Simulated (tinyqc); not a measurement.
Conductance of a narrow metal strip with scatterers (square lattice, Green functions), step by step. Values are carried at full precision from step to step, so a last printed digit may differ when a step is redone from the rounded ones.

A strip of W sites across with hard walls, site energy 0 and hopping -t. Mode n = 1 to W has profile chi_n(j) = sqrt(2/(W + 1)) sin(n j pi/(W + 1)) and energy en = -2t cos(n pi/(W + 1)); E = en - 2t cos(kn a). With z_n = exp(i kn a) (Im k > 0 for closed modes, |z| < 1) each lead gives the self-energy -t z_n in mode n. One column carries the site energies v, here one foreign atom. In the mode basis V_nm = sum_j chi_n(j) v_j chi_m(j), G = (E - en + 2 t z_n - V)^-1, and t_nm = 2t sqrt(sin(kn a) sin(km a)) G_nm in size for open modes. T = sum |t_nm|^2, conductance (2e^2/h) T.

Constants: e^2/h = 3.874045865e-05 S.

Values chosen for the exercise (hopping and spacing of the size met in Cu or Al; the lattice is a model; not measured data):
- t = 1.05 eV (hopping)
- a = 2.5 angstrom (spacing)
- W = 4 (sites across)
- E = -0.98 eV (Fermi energy)
- v = (0, 0, -3.9, 0) eV (site energies in the scattering column)

## Modes at the Fermi energy

For each n: en, cos(kn a) = (en - E)/(2t), z_n and the velocity 2 t a sin(kn a) (zero if closed).

Modes:

| n | en (eV) | cos(k a) | z | dE/dk (eV angstrom) |
|---|---|---|---|---|
| 1 | -1.6989 | -0.34235 | -0.34235+0.93957i | 4.9328 |
| 2 | -0.6489 | 0.15765 | 0.15765+0.98750i | 5.1843 |
| 3 | 0.6489 | 0.77568 | 0.77568+0.63112i | 3.3134 |
| 4 | 1.6989 | 1.27568 | 0.48362 | 0.0000 |

3 of 4 modes are open, so the clean strip has a resistance of 4302 ohm, whatever its length.

## The scatterer in the mode basis

Form V_nm.

V (eV):
```
         n=1      n=2      n=3      n=4
n=1  -1.4110   0.8721   0.8721  -1.4110
n=2   0.8721  -0.5390  -0.5390   0.8721
n=3   0.8721  -0.5390  -0.5390   0.8721
n=4  -1.4110   0.8721   0.8721  -1.4110
```

A single site couples every mode that has amplitude on it.

## Green function and transmission

E - en + 2 t z_n = 2t (z_n - cos(kn a)). Invert, form |t_nm|^2 = (2t)^2 Im(z_n) Im(z_m) |G_nm|^2 and sum. The added resistance is 1/(2 (e^2/h) T) less the same for the clean strip.

G (1/eV):
```
                 n=1              n=2              n=3              n=4
n=1   0.0285-0.2476i  -0.0167-0.1524i  -0.0262-0.2385i   0.3075-0.0338i
n=2  -0.0167-0.1524i   0.0098-0.3926i   0.0154+0.1402i  -0.1808+0.0198i
n=3  -0.0262-0.2385i   0.0154+0.1402i   0.0241-0.5351i  -0.2829+0.0311i
n=4   0.3075-0.0338i  -0.1808+0.0198i  -0.2829+0.0311i  -0.6412-0.3647i
```

|t_nm|^2:
```
        n=1     n=2     n=3  n=4
n=1  0.2419  0.0962  0.1505    0
n=2  0.0962  0.6632  0.0547    0
n=3  0.1505  0.0547  0.5040    0
n=4       0       0       0    0
```

T = 2.0119
added resistance = 2113 ohm

Mode 1 passes least (0.489) and mode 2 most (0.814); 30.0 % of the transmitted flux changes mode.

## Checks

- Transmitted plus reflected flux against the number of open modes: both 3.00000.

Program tinyqc; command `OMP_NUM_THREADS=1 python tinyqc.py 1452527 1452528 out.jsonl`; about 0.01 s on one thread of a shared Intel(R) Xeon(R) Processor @ 2.30GHz.
